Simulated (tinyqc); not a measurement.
Input admittance of a MOSFET at zero drain bias: distributed channel and distributed gate: two steps of the calculation.

Source and drain grounded, strong inversion, w = 2 pi f, Cox = eps0 eox/tox. The channel is an RC line of resistance 1/(mu Cox Vo) per square fed from both ends, so one finger has the intrinsic admittance y = i w Cox L tanh(g)/g per width, g = (1/2) sqrt(i w tau), tau = L^2/(mu Vo). The vertical resistance rv/L is in series with y, the overlaps 2 i w Cov in parallel: y_t = 1/(1/y + rv/L) + 2 i w Cov. The gate strip is a line of Rsh/L per length loaded by y_t, so a finger has Y = y_t Wf tanh(k)/k, k = (Wf/sd) sqrt(y_t Rsh/L); the device has Nf Y.

Parameters, values chosen for the exercise; values of the order met in silicon radio-frequency transistors: relative permittivity of the gate insulator (close to zirconium oxide) eox = 25.2; insulator thickness tox = 11 nm; channel length L = 0.057 um; finger width Wf = 7.3 um; number of fingers Nf = 16; channel mobility mu = 330 cm^2/(V s); gate overdrive Vo = 0.31 V; sheet resistance of the gate Rsh = 7.4 ohm/square; vertical resistivity of the gate stack rv = 0 ohm um^2; number of ends at which a finger is contacted sd = 1; overlap and fringe capacitance on each side Cov = 0.36 fF/um; frequency f = 1.6 GHz.

Constants: eps0 = 8.8541878128e-14 F/cm where lengths are in cm. Results are converted to the units shown.

Question 1. Low-frequency resistances and capacitance. Low-frequency limits, with c = Cox L and ct = c + 2 Cov: R_strip = Rsh Wf/(3 sd^2 L Nf), R_ch = (c/ct)^2 L/(12 mu Cox Vo Wf Nf), R_vert = (c/ct)^2 rv/(L Wf Nf), C = ct Wf Nf.

Wanted: parts; sum; C; 1/(2 pi R C).

Answer 1.

parts (ohm): strip 19.74, channel 0.07443, vertical 0
sum = 19.82 ohm
C = 219.1 fF
1/(2 pi R C) = 36.65 GHz

The strip term is the largest, 99.6 % of the sum.

Question 2. Input impedance of the device. k and Y as defined; Z = 1/(Nf Y) = R + 1/(i w C); Q = |Im Z|/R; signal at the point farthest from a contact |1/cosh k|.

y_t = 0.003093+18.861578i uS/um

Find: k; Nf Y; R; C; Q; signal at the far point.

Answer 2.

k = 0.25545+0.25541i
Nf Y = 0.0959+2.1980i mS
R = 19.816 ohm
C = 219.06 fF
Q = 22.915
signal at the far point = 0.99857

tinyqc, about 0.01 s, one thread, Intel Xeon 2.30GHz (shared host): `OMP_NUM_THREADS=1 python tinyqc.py 2262149 2262150 out.jsonl`
